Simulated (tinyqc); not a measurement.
Across the tunnelling window: band-to-band tunnelling across a p-n junction in a two-band chain.

Sites alternate A at -Eg/2 and C at +Eg/2 with hopping -t; near the edges, with k counted from the zone boundary pi/a, E^2 = (Eg/2)^2 + (t a k)^2, so t = sqrt(c Eg/m)/a gives the mass m, c = hbar^2/2m0. In the gap cosh(q a) = 1 + (Eg^2/4 - e^2)/(2 t^2), e the energy from the local mid-gap. The potential is V0 = Eg + ov on the p side (left), 0 on the n side, and falls linearly over the 2N sites of the junction, V_j = V0 (1 - j/(2N + 1)), j = 1 to 2N, site 1 being A. E = Eg/2 + x ov. A half chain that ends on a site of level e1 with neighbour e2 has g = (1 + z)/(E - e1), z = exp(-/+ i k a) the root with Im g < 0, cos(k a) = (E - e1)(E - e2)/(2 t^2) - 1. S_L = t^2 g (ending on C, shifted by V0), S_R = t^2 g (starting on A). T = 4 Im(S_L) Im(S_R) |G_(1,2N)|^2.

Constants: hbar^2/2m0 = 3.80998211 eV angstrom^2; e^2/h = 3.874045865e-05 S.

Values chosen for the exercise (gap and mass near those of InAs; not measured data):
- Eg = 0.373 eV (gap)
- m = 0.0228 m0 (mass of electron and light hole)
- a = 4 angstrom (period (two sites))
- ov = 0.11 eV (overlap: top of the valence band on the p side above the conduction edge on the n side)
- Nw = 15 (periods in the junction)

N = Nw. The mean of T over the window uses 12 Gauss-Legendre points in x; the current of one channel with both spins, all states in the window full on the p side and empty on the n side, is (2e^2/h) <T> ov. WKB: exp(-2 I/F), I = pi Eg^2/(8 t a), F = V0/((2N + 1) a/2).

Against energy:

| x | E (eV) | T | T over WKB |
|---|---|---|---|
| 0.02 | 0.1887 | 0.0648 | 0.383 |
| 0.10 | 0.1975 | 0.133 | 0.788 |
| 0.20 | 0.2085 | 0.173 | 1.022 |
| 0.35 | 0.2250 | 0.202 | 1.193 |
| 0.50 | 0.2415 | 0.210 | 1.242 |
| 0.65 | 0.2580 | 0.202 | 1.193 |
| 0.80 | 0.2745 | 0.173 | 1.022 |
| 0.90 | 0.2855 | 0.133 | 0.788 |
| 0.98 | 0.2943 | 0.0648 | 0.383 |

mean T = 0.169
current = 1.44 microampere

What can be read from this table?

WKB gives one value for the whole window, since the path through the gap is the same. The chain is symmetric about x = 0.5, where it gives 1.24 times WKB; among these rows it is largest at x = 0.5 (1.24), and it has 0.38 at x = 0.02 on its way to zero at the ends, where the velocity in one lead vanishes. The variation comes from the reflections where the field begins and ends, whose distance from the turning points changes with x.

Program tinyqc; command `OMP_NUM_THREADS=1 python tinyqc.py 1480006 1480007 out.jsonl`; about 0.01 s on one thread of a shared Intel(R) Xeon(R) Processor @ 2.30GHz.
